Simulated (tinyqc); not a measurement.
Shallow acceptor in the spherical four-band model: sweeps and comparisons. A value that a table varies takes the place of the one given here.

The ground state 1S3/2 has an L = 0 part f(r) and an L = 2 part g(r). In units of Ry* and a*, with Gaussians f_i = exp(-a_i r^2), g_i = r^2 exp(-a_i r^2), A = a_i + a_j and I(n) = Gamma((n + 1)/2)/(2 A^((n + 1)/2)): S_ff = I(2), S_gg = I(6), H_ff = (6 a_i a_j/A) I(2) - 2 I(1), H_gg = (14 a_i a_j/A) I(6) - 2 I(5), H_fg = -mu [15 I(2) - 20 a_j I(4) + 4 a_j^2 I(6)]; each function is then normalised. The split-off band is left out.

Converged values use 22 exponents 2.2^i, i = -7 to 14, for f and for g.

Units Ry* = Ry/(g1 eps^2) and a* = a0 eps g1; mu = (6 g3 + 4 g2)/(5 g1) is the spherical heavy-light coupling and delta = (g3 - g2)/g1 the cubic term, which is left out.

Constants: Ry = 13.60569312 eV; a0 (Bohr radius) = 0.5291772105 angstrom.

Parameters, chosen for this exercise (near those of a shallow acceptor in InP; shifted at random, so the results belong to these values and not to a real crystal):
- mus = (0.09, 0.27, 0.51, 0.67, 0.71, 0.83, 0.92) (couplings)
- rc = 1.6 angstrom (radius of the central cell)
- Vs = (2, 0, -0.5, -1.5, -2.5, -3.5) eV (central-cell strengths)
- g1 = 5.15 (Luttinger gamma1)
- g2 = 1.62 (gamma2)
- g3 = 2.12 (gamma3)
- eps = 12.2 (dielectric constant)

## Strength of the heavy-light coupling

Ry* = 17.7498 meV

Converged values in Ry* and a*; the heavy-mass hydrogen model gives 1/(1 - mu).

Results:
```
mu    binding (Ry*)  1/(1 - mu)  ratio  L = 2 weight  <r> (a*)  binding (meV)
0.09          1.007       1.099  0.917         0.003     1.491           17.9
0.27          1.071       1.370  0.782         0.031     1.416           19.0
0.51          1.315       2.041  0.644         0.114     1.187           23.3
0.67          1.727       3.030  0.570         0.203     0.933           30.7
0.71          1.906       3.448  0.553         0.230     0.853           33.8
0.83          2.966       5.882  0.504         0.324     0.568           52.6
0.92          5.863      12.500  0.469         0.408     0.298          104.1
```

How do the results move?

The binding starts as 1 + O(mu^2), 1.007 at mu = 0.09, since the coupling enters in second order, and reaches 5.86 at mu = 0.92. The ratio to the heavy-mass model falls from 0.92 to 0.47, towards about 0.44 as mu goes to 1: the bound hole is only partly heavy. The L = 2 weight grows to 0.41 and the radius shrinks by a factor 5.0.

## Central-cell correction

mu = 0.74563
a* = 33.248 angstrom

A short-range term V exp(-r^2/rc^2) is added (negative: attracts the hole); its elements are V S (A/(A + 1/rc^2))^(3/2) for f and ^(7/2) for g, in the same units.

Results:
```
V (eV)  1S binding (meV)  2S binding (meV)  <r> (angstrom)  L = 2 weight
2.0                 34.9             10.74            27.7         0.253
0.0                 37.5             11.10            25.8         0.256
-0.5                38.5             11.22            25.2         0.257
-1.5                41.0             11.53            23.7         0.259
-2.5                44.6             11.94            21.9         0.262
-3.5                50.3             12.52            19.6         0.266
```

What does this show, and why?

From V = 0 to -3.5 eV the 1S binding grows by 12.8 meV (34 %) and the 2S binding by 1.42 meV, so the chemical shift sits mainly in the ground state. A repulsion of 2 eV removes 2.7 meV. The slope is 5.71 meV per eV over the last step against 1.33 on the repulsive side, since attraction pulls the state into the cell: the route from a shallow to a deep level.

## What each parameter does

Converged values. Each row changes one parameter from the base and keeps the others.

Results:
```
case           mu  Ry* (meV)  binding (meV)  <r> (angstrom)
base        0.746      17.75          37.54            25.8
g1 = 5.56   0.691      16.44          29.82            32.0
g2 = 1.38   0.708      17.75          33.69            28.5
g3 = 1.95   0.706      17.75          33.48            28.6
eps = 13.2  0.746      15.16          32.07            27.9
```

What does this show?

The largest shifts from the base row, up to three for each result and ties (the steps differ in size, so this ranks the rows, not the parameters). mu: g1 -0.055, g3 -0.040, g2 -0.037; unchanged at the printed digits by eps. Ry* (meV): eps -2.59, g1 -1.31; unchanged at the printed digits by g2 and g3. binding (meV): g1 -7.73, eps -5.47, g3 -4.06. <r> (angstrom): g1 +6.2, g3 +2.8, g2 +2.7. g1 acts twice: it lowers Ry* and it lowers mu.

Program tinyqc; command `OMP_NUM_THREADS=1 python tinyqc.py 1252406 1252407 out.jsonl`; about 0.2 s on one thread of a shared Intel(R) Xeon(R) Processor @ 2.30GHz.
